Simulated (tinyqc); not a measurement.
Biaxially strained (001) channel, valley splitting in an inversion layer: one step of the calculation.

A thin layer grown on a relaxed buffer is stretched in the plane. The two valleys with their long axis along the growth direction (D2) sink against the four in-plane ones (D4); confinement in a triangular well splits them too. Only the lowest subband of each set is kept; one relaxation time, so the weakening of intervalley scattering is left out.

Question. Share of the light valleys and conductivity mass. EF solves Ns = N2 ln(1 + exp((EF - E2)/Vt)) + N4 ln(1 + exp((EF - E4)/Vt)); f2 is the share in D2, and 1/mc = f2/mt + (1 - f2)(1/mt + 1/ml)/2.

Inputs (values chosen for the exercise); values close to those of silicon on relaxed silicon-germanium: temperature T = 350 K; longitudinal mass ml = 0.941 m0; transverse mass mt = 0.187 m0; inversion density Ns = 7.3e12 cm^-2.

Constants: q = 1.602176634e-19 C, kB = 1.380649e-23 J/K, Vt = kB T/q. Results are converted to the units shown.

EF = 0.11858874 eV
E2 = 0.084261397 eV
N2 = 4.7120483e12 cm^-2

Wanted: f2; mc.

Answer.

f2 = 0.91407
mc = 0.19367 m0

Numbers from tinyqc (`OMP_NUM_THREADS=1 python tinyqc.py 2530062 2530063 out.jsonl`; about 0.02 s on one thread of a shared Intel Xeon 2.30GHz).
